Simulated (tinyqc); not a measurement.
Power iteration on a symmetric matrix, step by step. Computed by tinyqc, a small Python program that keeps every step. Settings: method = power, shift = -0.05. Command: `OMP_NUM_THREADS=1 python tinyqc.py 31897 31898 out.jsonl` (the two numbers bound the seeds that draw the settings). One thread of a shared host (Intel(R) Xeon(R) Processor @ 2.60GHz), about 0.01 s of CPU time with the checks.

## Step 1

A:
```
           1          2          3          4          5
1   0.626000  -0.604000  -0.523000  -0.973000  -0.592000
2  -0.604000   0.942000  -0.129000  -0.335000   0.481000
3  -0.523000  -0.129000   1.985000  -0.238000  -1.310000
4  -0.973000  -0.335000  -0.238000   2.020000  -0.188000
5  -0.592000   0.481000  -1.310000  -0.188000   2.418000
```

vector v at the start: 0.447214  0.447214  0.447214  0.447214  0.447214

shift = -0.050000

w = (A - shift) v; v' = w/|w| with its largest component positive (the first on a tie); lambda = v'^T A v'.

vector after step 1: 0.892150  -0.179227  0.073018  -0.148692  -0.380138

Rayleigh quotient after step 1 = 1.825575

## Step 2

As before.

vector after step 2: -0.439326  0.361910  -0.100466  0.447267  0.682549

Rayleigh quotient after step 2 = 2.902960

## Course of the iteration

Stop when the residual |A v - lambda v| is below 1e-9.

Steps:
```
step      lambda  residual
1     1.82557515  1.46e+00
2     2.90295989  8.06e-01
3     3.25453352  5.97e-01
4     3.43961519  4.40e-01
5     3.53412731  3.13e-01
6     3.58064585  2.20e-01
7     3.60334385  1.54e-01
8     3.61441892  1.08e-01
9     3.61983012  7.56e-02
10    3.62247681  5.29e-02
11    3.62377216  3.70e-02
12    3.62440637  2.59e-02
13    3.62471694  1.81e-02
14    3.62486903  1.27e-02
15    3.62494352  8.88e-03
16    3.62498001  6.22e-03
17    3.62499788  4.35e-03
18    3.62500663  3.04e-03
19    3.62501091  2.13e-03
20    3.62501301  1.49e-03
21    3.62501404  1.04e-03
22    3.62501455  7.30e-04
23    3.62501479  5.11e-04
24    3.62501491  3.58e-04
25    3.62501497  2.50e-04
26    3.62501500  1.75e-04
27    3.62501502  1.23e-04
28    3.62501502  8.58e-05
29    3.62501503  6.01e-05
30    3.62501503  4.20e-05
```

all eigenvalues, for comparison: -0.573453  0.659952  1.757528  2.521958  3.625015

Not converged in 30 steps: the residual falls only by the ratio of the two largest distances of eigenvalues from the shift, 0.70 a step.
